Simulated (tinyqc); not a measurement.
Inside a calculation. Method: Hueckel theory of the pi electrons with the omega technique, for the molecule C=C1C=CC=CC=C1 (SMILES; centres numbered as the heavy atoms are written). One step of it, computed by the program tinyqc.

Question. Orbitals, round 2. Diagonalise; E = alpha + x beta with beta < 0, so the largest x are filled first; degenerate levels share their electrons. P = sum n_i c_ri c_si; each orbital has its largest coefficient positive (the first on a tie).

matrix after round 1, order 1C, 2C, 3C, 4C, 5C, 6C, 7C, 8C:
```
[[-0.304380, 1.000000, 0.000000, 0.000000, 0.000000, 0.000000, 0.000000, 0.000000],
 [1.000000, 0.023247, 1.000000, 0.000000, 0.000000, 0.000000, 0.000000, 1.000000],
 [0.000000, 1.000000, 0.056662, 1.000000, 0.000000, 0.000000, 0.000000, 0.000000],
 [0.000000, 0.000000, 1.000000, 0.037581, 1.000000, 0.000000, 0.000000, 0.000000],
 [0.000000, 0.000000, 0.000000, 1.000000, 0.046323, 1.000000, 0.000000, 0.000000],
 [0.000000, 0.000000, 0.000000, 0.000000, 1.000000, 0.046323, 1.000000, 0.000000],
 [0.000000, 0.000000, 0.000000, 0.000000, 0.000000, 1.000000, 0.037581, 1.000000],
 [0.000000, 1.000000, 0.000000, 0.000000, 0.000000, 0.000000, 1.000000, 0.056662]]
```

pi electrons, sum of z_r less the charge = 8

Give: x values; occupations; coefficients; charge and bond-order matrix P.

Answer.

x values: [2.118, 1.450, 1.292, 0.103, -0.394, -0.839, -1.758, -1.972]

occupations: [2.000, 2.000, 2.000, 2.000, 0.000, 0.000, 0.000, 0.000]

coefficients, order 1C, 2C, 3C, 4C, 5C, 6C, 7C, 8C:
```
[[0.193, 0.285, 0.000, 0.643, 0.000, 0.580, 0.000, -0.364],
 [0.466, 0.500, 0.000, 0.262, 0.000, -0.310, 0.000, 0.607],
 [0.392, 0.214, 0.420, -0.311, 0.520, -0.156, 0.231, -0.423],
 [0.342, -0.201, 0.519, -0.276, -0.234, 0.450, -0.419, 0.252],
 [0.319, -0.498, 0.231, 0.293, -0.419, -0.239, 0.521, -0.084],
 [0.319, -0.498, -0.231, 0.293, 0.419, -0.239, -0.521, -0.084],
 [0.342, -0.201, -0.519, -0.276, 0.234, 0.450, 0.419, 0.252],
 [0.392, 0.214, -0.420, -0.311, -0.520, -0.156, -0.231, -0.423]]
```

charge and bond-order matrix P, order 1C, 2C, 3C, 4C, 5C, 6C, 7C, 8C:
```
[[1.063, 0.801, -0.127, -0.338, 0.216, 0.216, -0.338, -0.127],
 [0.801, 1.072, 0.417, -0.027, -0.047, -0.047, -0.027, 0.417],
 [-0.127, 0.417, 0.946, 0.791, 0.049, -0.340, -0.083, 0.239],
 [-0.338, -0.027, 0.791, 1.007, 0.497, 0.017, -0.072, -0.083],
 [0.216, -0.047, 0.049, 0.497, 0.979, 0.765, 0.017, -0.340],
 [0.216, -0.047, -0.340, 0.017, 0.765, 0.979, 0.497, 0.049],
 [-0.338, -0.027, -0.083, -0.072, 0.017, 0.497, 1.007, 0.791],
 [-0.127, 0.417, 0.239, -0.083, -0.340, 0.049, 0.791, 0.946]]
```
